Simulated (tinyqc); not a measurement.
# CMOS inverter, nodal equation and switching, step by step

Computed by the program tinyqc: `OMP_NUM_THREADS=1 python tinyqc.py 2340032 2340033 out.jsonl`, one thread of a shared Intel Xeon 2.30GHz, about 0.03 s for the whole run. Printed values are rounded.

An n-channel pull-down (bn, VTn) and a p-channel pull-up (bp, VTp) share the input Vin and the output node Vout, which carries the load C. Transistor (EKV form, voltages against the body): I = 2 n b Vt^2 [F(vp - Vs) - F(vp - Vd)] from drain to source, F(v) = ln^2(1 + exp(v/(2 Vt))), vp = (Vg - VT + sg |Vd - Vs|)/n. n-channel bodies are at 0; for the p-channel device all voltages are counted down from Vdd. b in uA/V^2 gives I in uA. Static: In = Ip. Transient: C dVout/dt = Ip - In. No velocity saturation, no gate capacitance beyond C.

Parameters, values chosen for the exercise:
- T = 300 K (temperature)
- Vdd = 0.9 V (supply voltage)
- n = 1.19 (slope factor)
- sg = 0.116 (drain-induced barrier lowering)
- VTn = 0.44 V (n-channel threshold)
- VTp = 0.3 V (p-channel threshold (magnitude))
- bn = 380 uA/V^2 (gain factor of the pull-down transistor)
- bp = 300 uA/V^2 (gain factor of the pull-up transistor)
- C = 0.62 fF (load capacitance)
- Vin = 0.4 V (input voltage)
- dt = 2 ps (time step)

Constants: q = 1.602176634e-19 C, kB = 1.380649e-23 J/K, Vt = kB T/q. Results are converted to the units shown.

## Iteration 1: output voltage by Newton steps

Vout at the start = 0.45 V

f = In - Ip at (Vin, Vout); G = df/dVout by a central difference with +/- 1e-6 V; Vout(new) = Vout - f/G.

In = 0.3841307 uA
Ip = 8.081865 uA
G = 8.28389 uS
Vout after iteration 1 = 1.379241 V

This step lands outside the rails.

## Iteration 2: output voltage by Newton steps

As before.

In = 2.623086 uA
Ip = -77.68173 uA
G = 268.689 uS
Vout after iteration 2 = 1.080364 V

## Course of the iteration: output voltage by Newton steps

Stop when Vout changes by less than 1e-9 V, or after 30 iterations.

Course of the iteration:
```
iteration   Vout (V)  |change| (V)
1           1.379241         0.929
2           1.080364         0.299
3          0.9428440         0.138
4          0.8913820        0.0515
5          0.8812988        0.0101
6          0.8810182       2.81e-4
7          0.8810179       2.18e-7
8          0.8810179      1.31e-13
```

Converged in 8 iterations. At the end the number of correct digits about doubles with each step. On the way 3 iterate(s) lie more than 5 mV outside the rails, the first at 1.38 V, before the steps return.

## Transfer curve

Vin, point 0 to 10 (V): [0, 0.09, 0.18, 0.27, 0.36, 0.45, 0.54, 0.63, 0.72, 0.81, 0.9]

For each Vin solve In = Ip; gain = dVout/dVin.

```
point   Vout (V)  supply current (uA)     gain
0      0.8999999            1.1011e-5   0.0000
1      0.8999987            2.0242e-4   0.0000
2      0.8999717            0.0035576  -0.0010
3      0.8994640             0.052825  -0.0167
4      0.8929468              0.49290  -0.1820
5      0.8348691               2.1792  -1.7993
6      0.2000753               2.7275  -8.1692
7      0.0149020               1.0016  -0.3482
8      0.0014894              0.15676  -0.0423
9      0.0000929             0.013032  -0.0030
10     0.0000045            7.9363e-4  -0.0002
```

The switching point Vin = Vout lies at 0.5045 V, with a gain of -8.62. The current peaks at 2.73 uA among the points, against 1.1e-5 and 7.9e-4 uA of leakage at the ends.

## Switching point and noise margins

VM solves In = Ip with Vin = Vout. VIL and VIH are the inputs at which the gain is -1; NML = VIL - Vout(VIH), NMH = Vout(VIL) - VIH.

VM = 0.50451 V
gain at VM = -8.6203
VIL = 0.43176 V
VIH = 0.58774 V
NML = 0.39141 V
NMH = 0.27158 V

VM lies 55 mV above Vdd/2, and the low margin is the larger one. With both transistors saturated the size of the gain tends to 1/sg = 8.62; here it is within 0.01 % of that.

## Step 1: one time step of the falling output

Vout at t = 0 = 0.9 V

The input steps to Vdd at t = 0; I = In - Ip. Trapezoidal rule: V(new) = V - (dt/C)[I(V) + I(V(new))]/2, solved for V(new); 1 ps uA/fF = 1 mV.

I(V) = 50.86165 uA
I(V(new)) = 47.59611 uA
Vout after step 1 = 0.7411972 V

## Step 2: one time step of the falling output

As before.

I(V) = 47.59611 uA
I(V(new)) = 44.63369 uA
Vout after step 2 = 0.5924394 V

## Delays and energy

For a step input the delay to Vdd/2 is tHL = C times the integral of dV/(In - Ip) from Vdd/2 to Vdd at Vin = Vdd, and tLH likewise with Ip - In from 0 to Vdd/2 at Vin = 0. Energy drawn for one full cycle of the output: C Vdd^2. Leakage power: Vdd times the mean of the supply currents at Vin = 0 and Vdd.

tHL = 6.046347 ps
tLH = 4.840214 ps
energy = 0.5022 fJ
leakage power = 0.3620878 nW

Time steps as above cross Vdd/2 at 6.05 ps by linear interpolation, 0.021 % above tHL. tLH/tHL = 0.801, with bn/bp = 1.27.
